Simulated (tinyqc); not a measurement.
Worked calculation: geometry optimisation on the RHF/sto-6g surface (energies and gradients from PySCF), for H3+, spin multiplicity 1. Computed by tinyqc, a small Python program that keeps every step (integrals from PySCF). Settings: charge = 1, multiplicity = 1, basis = sto-6g, optimiser = bfgs, first Hessian = 0.6, largest step = 0.1, iteration cap = 30. Command: `OMP_NUM_THREADS=1 python tinyqc.py 30237 30238 out.jsonl` (the two numbers bound the seeds that draw the settings). One thread of a shared host (Intel(R) Xeon(R) Processor @ 2.60GHz), about 1 s of CPU time with the checks.

## Step 1: energy and gradient

positions at the start (bohr):
```
            x          y          z
1H  -0.062361  -0.024566  -0.039684
2H   0.079368  -0.100155   1.594929
3H  -0.005669  -0.037795  -1.526899
```

Self-consistent energy and analytic gradient at these positions.

energy = -1.21164299 hartree

gradient (hartree/bohr):
```
              x            y            z
1H   0.00400039  -0.00149205  -0.03461860
2H  -0.00120989   0.00051483   0.00246697
3H  -0.00279050   0.00097722   0.03215164
```

## Step 1: move

Quasi-Newton step p = -H^(-1) g (first H = 0.6 times the unit matrix); steps longer than 0.1 bohr are cut back.

positions after step 1 (bohr):
```
            x          y          z
1H  -0.069028  -0.022080   0.018013
2H   0.081385  -0.101014   1.590817
3H  -0.001018  -0.039423  -1.580485
```

## Step 2: energy and gradient

As before.

energy = -1.21342103 hartree

gradient (hartree/bohr):
```
              x            y            z
1H   0.00406575  -0.00182348   0.00347007
2H  -0.00228443   0.00105819  -0.00618325
3H  -0.00178132   0.00076529   0.00271319
```

## Step 2: move

inverse Hessian in use (bohr^2/hartree):
```
           1          2          3          4          5          6          7          8
1   1.690921  -0.009941  -0.097206  -0.010410   0.004681  -0.010377  -0.013844   0.005260
2  -0.009941   1.670708   0.044002   0.004154  -0.001861   0.003319   0.005788  -0.002181
3  -0.097206   0.044002   1.532720   0.056009  -0.026005   0.159295   0.041198  -0.017996
4  -0.010410   0.004154   0.056009   1.670745  -0.001811   0.001242   0.006332  -0.002342
5   0.004681  -0.001861  -0.026005  -0.001811   1.667470  -0.000374  -0.002869   0.001058
6  -0.010377   0.003319   0.159295   0.001242  -0.000374   1.644644   0.009135  -0.002945
7  -0.013844   0.005788   0.041198   0.006332  -0.002869   0.009135   1.674179  -0.002918
8   0.005260  -0.002181  -0.017996  -0.002342   0.001058  -0.002945  -0.002918   1.667789
9   0.107584  -0.047320  -0.025348  -0.057251   0.026379  -0.137272  -0.050333   0.020941

           9
1   0.107584
2  -0.047320
3  -0.025348
4  -0.057251
5   0.026379
6  -0.137272
7  -0.050333
8   0.020941
9   1.829286
```

Quasi-Newton step p = -H^(-1) g (the inverse Hessian comes from BFGS updates; coordinates in the order x, y, z of each atom); steps longer than 0.1 bohr are cut back.

positions after step 2 (bohr):
```
            x          y          z
1H  -0.075997  -0.018973   0.014467
2H   0.085235  -0.102794   1.600876
3H   0.002101  -0.040749  -1.586997
```

## Step 3: energy and gradient

As before.

energy = -1.21353519 hartree

gradient (hartree/bohr):
```
              x            y            z
1H   0.00396174  -0.00175916   0.00115667
2H  -0.00207971   0.00093727  -0.00234478
3H  -0.00188203   0.00082189   0.00118811
```

## Step 3: move

inverse Hessian in use (bohr^2/hartree):
```
           1          2          3          4          5          6          7          8
1   2.992862  -0.587642   0.231370  -0.703525   0.320139  -1.180705  -0.622670   0.267504
2  -0.587642   1.927042  -0.101114   0.311651  -0.141802   0.521175   0.275991  -0.118574
3   0.231370  -0.101114   1.529947  -0.112202   0.049198   0.045790  -0.119168   0.051916
4  -0.703525   0.311651  -0.112202   2.039213  -0.169406   0.610043   0.330979  -0.142245
5   0.320139  -0.141802   0.049198  -0.169406   1.743678  -0.274583  -0.150732   0.064791
6  -1.180705   0.521175   0.045790   0.610043  -0.274583   2.310749   0.570662  -0.246592
7  -0.622670   0.275991  -0.119168   0.330979  -0.150732   0.570662   1.958358  -0.125259
8   0.267504  -0.118574   0.051916  -0.142245   0.064791  -0.246592  -0.125259   1.720449
9   0.949335  -0.420061   0.090929  -0.497841   0.225386  -0.689872  -0.451494   0.194675

           9
1   0.949335
2  -0.420061
3   0.090929
4  -0.497841
5   0.225386
6  -0.689872
7  -0.451494
8   0.194675
9   2.265610
```

As before.

positions after step 3 (bohr):
```
            x          y          z
1H  -0.096207  -0.010019   0.011055
2H   0.095862  -0.107604   1.615458
3H   0.011684  -0.044893  -1.598168
```

## Convergence

Stop when the largest gradient component is below 3e-5 hartree/bohr. The inverse Hessian follows the BFGS update with s = step, y = change of gradient.

Course of the optimisation:

| step | E (hartree) | largest gradient (hartree/bohr) |
|---|---|---|
| 1 | -1.21164299 | 3.46e-02 |
| 2 | -1.21342103 | 6.18e-03 |
| 3 | -1.21353519 | 3.96e-03 |
| 4 | -1.21366912 | 4.04e-03 |
| 5 | -1.21381434 | 7.52e-03 |
| 6 | -1.21414912 | 1.65e-02 |
| 7 | -1.21446204 | 2.44e-02 |
| 8 | -1.21508630 | 3.04e-02 |
| 9 | -1.21602030 | 3.54e-02 |
| 10 | -1.21725420 | 3.97e-02 |
| 11 | -1.21877702 | 4.34e-02 |
| 12 | -1.22057532 | 4.66e-02 |
| 13 | -1.22263411 | 4.94e-02 |
| 14 | -1.22493787 | 5.18e-02 |
| 15 | -1.22747103 | 5.37e-02 |
| 16 | -1.23021735 | 5.50e-02 |
| 17 | -1.23315809 | 5.55e-02 |
| 18 | -1.23626836 | 5.49e-02 |
| 19 | -1.23951152 | 5.27e-02 |
| 20 | -1.24283240 | 4.83e-02 |
| 21 | -1.24615052 | 4.04e-02 |
| 22 | -1.24935198 | 3.38e-02 |
| 23 | -1.25220512 | 2.02e-02 |
| 24 | -1.25359369 | 4.42e-03 |
| 25 | -1.25372809 | 5.18e-04 |
| 26 | -1.25372920 | 1.33e-04 |
| 27 | -1.25372926 | 9.25e-05 |
| 28 | -1.25372933 | 5.46e-06 |

Final distances (angstrom):

| pair | distance |
|---|---|
| 2H-1H | 0.964675 |
| 3H-1H | 0.964699 |
| 3H-2H | 0.964691 |

Converged in 28 steps.
